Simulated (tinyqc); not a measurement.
# Fully depleted semiconductor-on-insulator film with two gates, non-linear Poisson equation by Newton steps: threshold and coupling against the buried-oxide thickness

One dimension across the film, front interface at x = 0, back interface at x = ts. psi is counted from the intrinsic level, n = ni exp(psi/Vt) (source grounded), holes neglected, acceptors ionised. Gates act through Cox = eps0 eox/tox and Cbox = 3.9 eps0/tb with potentials G1 = Vg - (phiM - chi - Vt ln(Nc/ni)) and G2 = Vb - (phiB - chi - Vt ln(Nc/ni)). Classical Boltzmann densities, no interface charge, no depletion in the back plane.

ni = sqrt(Nc Nv) exp(-Eg/(2 Vt)), Eg in volts. The Poisson equation eps0 eps_r d2psi/dx2 = q (n + Na), with -eps0 eps_r dpsi/dx = Cox (G1 - psi) at x = 0 and eps0 eps_r dpsi/dx = Cbox (G2 - psi) at x = ts, is solved on 300 equal intervals with half boxes at both ends; N_inv is the trapezoid sum of n. VT is the Vg for N_inv = 1e11 cm^-2; -dVT/dVb from the linearised equation. Limits with Cs = eps0 eps_r/ts: front channel Cs Cbox/(Cox (Cs + Cbox)), back channel Cbox (Cox + Cs)/(Cox Cs). Swing at N_inv = 1e8 cm^-2.

Values chosen for this exercise; band and dielectric values close to those of silicon: temperature T = 250 K; band gap Eg = 1.14 eV; relative permittivity eps_r = 11.6; conduction-band density of states at T Nc = 2.11e19 cm^-3; valence-band density of states at T Nv = 2.02e19 cm^-3; electron affinity chi = 4.13 eV; relative permittivity of the gate insulator (close to silicon nitride) eox = 7.37; insulator thickness tox = 7.7 nm; film thickness ts = 17 nm; acceptor density of the film Na = 1e15 cm^-3; work function of the front gate phiM = 4.42 eV; work function of the back plane phiB = 5.18 eV; back-gate voltage Vb = -0.7 V.

Constants: q = 1.602176634e-19 C, kB = 1.380649e-23 J/K, Vt = kB T/q, eps0 = 8.8541878128e-14 F/cm where lengths are in cm. Results are converted to the units shown.

Threshold and coupling against the buried-oxide thickness:
```
tb (nm)	VT (V)	centroid/ts at VT	-dVT/dVb	front-channel limit	back-channel limit	swing (mV/decade)
6	0.853	0.0257	0.365	0.348	1.63	67.8
9.9	0.698	0.0343	0.277	0.261	0.989	63.5
16	0.565	0.0477	0.203	0.188	0.612	59.8
27	0.449	0.0717	0.139	0.125	0.363	56.6
45	0.365	0.110	0.0936	0.0803	0.218	54.4
73	0.308	0.166	0.0641	0.0518	0.134	53.0
120	0.267	0.238	0.0430	0.0324	0.0816	51.9
200	0.239	0.307	0.0279	0.0198	0.0490	51.1
```

As tb goes from 6 to 200, VT falls from 0.853 to 0.239 V, the centroid rises from 0.0257 to 0.307 of ts and -dVT/dVb falls from 0.365 to 0.0279. The coupling covers 1.33 % of the way from the front-channel to the back-channel limit in the first row and 27.8 % in the last.

Computed by the program tinyqc: `OMP_NUM_THREADS=1 python tinyqc.py 2190003 2190004 out.jsonl`, one thread of a shared Intel Xeon 2.30GHz, about 0.4 s for the whole run.
